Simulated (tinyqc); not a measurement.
Effective charge: two electrons on one impurity (helium-like model).

Units Ha* = 2 Ry m/eps^2 and a* = a0 eps/m. One electron is bound by Z^2/2. Two electrons in the singlet built from exp(-a r) and exp(-b r): S = 8 (ab)^(3/2)/(a + b)^3, h_aa = a^2/2 - Z a, h_bb alike, h_ab = S (ab/2 - Z (a + b)/2), J = ab (a^2 + 3ab + b^2)/(a + b)^3, K = 20 (ab)^3/(a + b)^5, E = (h_aa + h_bb + 2 S h_ab + J + K)/(1 + S^2). For a = b this is a^2 - 2 Z a + 5a/8. Real double donors are deeper, since the central cell is left out.

Inputs chosen for the exercise (out of a larger set: near those of impurities in InP; not measured data):
- m = 0.082 m0 (one mean mass)
- eps = 12.6 (dielectric constant)
- Zs = (0.98, 1.06, 1.2, 1.5, 2.05, 2.49, 4.02) (charges)

Ha* = 14.0548 meV

Binding of the first electron, of the second (-E - Z^2/2) with equal and with unequal orbitals, and U, the first less the second (unequal).

Results (meV):
```
Z     first  second, equal  second, unequal   a/b     U  U/(Z Ha*)
0.98    6.7          -0.49             0.10  3.92   6.6      0.483
1.06    7.9          -0.04             0.49  3.19   7.4      0.497
1.20   10.1           0.95             1.43  2.64   8.7      0.515
1.50   15.8           4.01             4.44  2.16  11.4      0.539
2.05   29.5          12.90            13.29  1.82  16.2      0.564
2.49   43.6          23.07            23.45  1.68  20.1      0.575
4.02  113.6          79.63            79.98  1.47  33.6      0.594
```

Equal orbitals bind a second electron only above Z = (5/16)/(1 - 1/sqrt2) = 1.067; unequal ones do so in 7 of the 7 rows. Their gain is 0.59 meV in the first row and 0.36 in the last, while the second binding grows to 80 meV, so the gain decides the matter only near Z = 1. U grows almost linearly with Z: U/(Z Ha*) goes from 0.483 to 0.594, towards 5/8, while the first binding grows as Z^2. Angular correlation is left out: at Z = 1 this function binds the second electron by 0.0133 Ha*, half the exact 0.0278.

(tinyqc, `OMP_NUM_THREADS=1 python tinyqc.py 1252491 1252492 out.jsonl`, Intel(R) Xeon(R) Processor @ 2.30GHz, 1 thread, shared host, about 0.02 s.)
